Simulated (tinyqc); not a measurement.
Off-state leakage of single and stacked transistors: one step of the calculation.

n-channel devices of unit width. Subthreshold current I(Vg, Vs, Vd) = I0 (T/300 K)^0.5 exp[(Vg - Vs - VT(T) - gb (Vs - Vb) + dd (Vd - Vs))/(nf Vt)] (1 - exp(-(Vd - Vs)/Vt)), VT(T) = VT - cT (T - 300 K). Gate-edge tunnelling Ig (Vd/1 V) exp(ag (Vd - 1 V)), for a gate at 0 V, and band-to-band leakage Ab u exp(-Bb/u), u = Vd - Vb + 1 V, flow at a drain held at V; both are taken as independent of T. In a stack of off transistors (all gates at 0 V) the same subthreshold current passes through each.

Task. New Vx. Stack of two, Vx the node between them: I_low = I(0, 0, Vx), I_up = I(0, Vx, V), f = ln(I_up/I_low), f' = -(1 + gb + 2 dd)/(nf Vt) - 1/(Vt (exp(Vx/Vt) - 1)) - 1/(Vt (exp((V - Vx)/Vt) - 1)), Vx(new) = Vx - f/f'.

Parameters, values chosen for the exercise; values of the order met in bulk silicon logic transistors: temperature T = 300 K; supply voltage V = 0.7 V; threshold at 300 K, zero drain and body bias VT = 0.28 V; fall of the threshold with temperature cT = 0.7 mV/K; current at threshold at 300 K I0 = 0.19 uA/um; slope factor nf = 1.31; drain-induced lowering per volt dd = 0.08; rise of the threshold per volt of source-body bias gb = 0.13; body voltage Vb = 0 V.

Constants: q = 1.602176634e-19 C, kB = 1.380649e-23 J/K, Vt = kB T/q. Results are converted to the units shown.

Vx after iteration 1 = 0.047789694 V

Give: I_low; I_up; f; f'; Vx after iteration 2.

Result.

I_low = 0.045993 nA/um
I_up = 0.046202 nA/um
f = 0.0045382
f' = -45.320 1/V
Vx after iteration 2 = 0.047890 V

Computed by the program tinyqc: `OMP_NUM_THREADS=1 python tinyqc.py 2242026 2242027 out.jsonl`, one thread of a shared Intel Xeon 2.30GHz, about 0.04 s for the whole run.
